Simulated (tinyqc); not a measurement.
Read current of a NAND string, cells in series solved by shooting: effect of the position of the selected cell.

Cells in series, numbered from 0 at the source line (0 V) to the bit line, each followed by a gap resistance Rg. A cell with gate Vg, threshold VT, source Vs and drain Vd passes I = 2 nf K Vt^2 [F(Vs) - F(Vd)]/(1 + th max(Vg - VT, 0)), F(V) = ln^2(1 + exp((Vg - VT - nf V)/(2 nf Vt))). The selected cell has Vg = Vr, the others Vg = Vp.

For a trial current I start at 0 V and, cell by cell, solve for the drain: sqrt(F(Vd)) = sqrt(F(Vs) - I/k), k = 2 nf K Vt^2/(1 + th max(Vg - VT, 0)), Vd = [Vg - VT - 2 nf Vt ln(exp(sqrt F) - 1)]/nf, then add I Rg. The string current is the I for which the last node reaches Vbl. The apparent threshold is the Vr at which I = Is. Background: all other cells erased (VT = Ve) or all in the highest state (VT = Vh); ratio and shift are high over erased and high minus erased. The string has 64 cells, numbered from the source.

Parameters, values chosen for the exercise; values of the order met in vertical NAND strings:
```
symbol,value,unit,meaning
T,358,K,temperature
K,14,uA/V^2,gain factor of a cell
nf,1.3,,slope factor
th,0.08,1/V,mobility reduction factor
Rg,1,kohm,resistance of the gap between cells
Vbl,0.7,V,bit-line voltage
Vp,7.7,V,pass voltage
Ve,-2,V,threshold of an erased cell
Vh,4.3,V,threshold of the highest state
Vx,2,V,threshold of the selected cell
Is,20,nA,sensing current
Vr,3.74,V,read voltage on the selected word line
```

Constants: q = 1.602176634e-19 C, kB = 1.380649e-23 J/K, Vt = kB T/q. Results are converted to the units shown.

Result of one run:

| I, others erased (uA) | I, others high (uA) | ratio | apparent VT, erased (V) | apparent VT, high (V) | background shift (mV) |
|---|---|---|---|---|---|
| 0.6878 | 0.3350 | 0.4870 | 2.034 | 2.056 | 22.72 |

Which number of the selected cell j gave this result: 0, 36, 54 or 63?

j = 63.

The whole series:

| j | I, others erased (uA) | I, others high (uA) | ratio | apparent VT, erased (V) | apparent VT, high (V) | background shift (mV) |
|---|---|---|---|---|---|---|
| 0 | 0.7158 | 0.3395 | 0.4743 | 2.010 | 2.010 | -1.566e-7 |
| 9 | 0.7135 | 0.3392 | 0.4753 | 2.014 | 2.017 | 3.213 |
| 18 | 0.7109 | 0.3388 | 0.4766 | 2.017 | 2.023 | 6.437 |
| 27 | 0.7079 | 0.3384 | 0.4780 | 2.020 | 2.030 | 9.672 |
| 36 | 0.7042 | 0.3378 | 0.4797 | 2.024 | 2.037 | 12.92 |
| 45 | 0.6998 | 0.3371 | 0.4817 | 2.027 | 2.043 | 16.18 |
| 54 | 0.6944 | 0.3362 | 0.4842 | 2.030 | 2.050 | 19.44 |
| 63 | 0.6878 | 0.3350 | 0.4870 | 2.034 | 2.056 | 22.72 |

From the source end to the bit-line end the apparent VT with high neighbours rises from 2.010 to 2.056 V and the background shift rises from -1.57e-7 to 22.7 mV. Cells and gaps on the source side raise the source of the selected cell, which costs nf times that voltage in gate drive; those on the drain side only lower its drain voltage.

Program tinyqc, `OMP_NUM_THREADS=1 python tinyqc.py 2142201 2142202 out.jsonl`; Intel Xeon 2.30GHz, shared host, one thread, about 0.7 s.
